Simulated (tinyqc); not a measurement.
Global model of a low-pressure process discharge: electron temperature, density, ion flux and ion energy: one step, computed by the program tinyqc. Command: `OMP_NUM_THREADS=1 python tinyqc.py 3111835 3111836 out.jsonl plasma walk`. One thread of a shared host (Intel(R) Xeon(R) Processor @ 2.30GHz), about 0.01 s of CPU time with the checks.

Maxwellian electrons with temperature T_e in eV, one positive ion, no negative ions, uniform bulk density n; rate constants have the Arrhenius form.

Question. Biased electrode. All bias power goes to ions: V_b = P_b/(J pi r^2). Debye length at the sheath edge lambda_D = sqrt(eps_0 T_e/(e h_L n)); Child-law sheath s = (sqrt2/3) lambda_D (2 V/T_e)^(3/4), V = V_b + V_s; ion transit time tau_i = 3 s sqrt(M/(2 e V)); collisions in the sheath s/lambda_i.

Inputs (values chosen for the exercise, of the order of those of an inductive discharge in a simple atomic gas):
```
quantity                        value  unit
ion mass M                         32     u
gas temperature T_g               600     K
bias power P_b                     45     W
radius of the biased electrode     15    cm
bias frequency                     27   MHz
```

ion current density J = 22.09246 mA/cm^2

T_e = 2.695033 eV

h_L = 0.2615236

plasma density n = 1.849631e+12 1/cm^3

wall potential V_s = 12.31096 V

ion mean free path = 0.5567133 cm

Constants: eps_0 = 8.8541878128e-12 F/m; e = 1.602176634e-19 C; u = 1.6605390666e-27 kg.

Give: bias voltage V_b; lambda_D; sheath width s; ion transit time; transit time over bias period; s/lambda_i.

Answer.

bias voltage V_b = 2.8816 V

lambda_D = 17.547 micrometre

sheath width s = 0.050894 mm

ion transit time = 15.952 ns

transit time over bias period = 0.43069

s/lambda_i = 0.0091419

The sheath is nearly free of collisions.
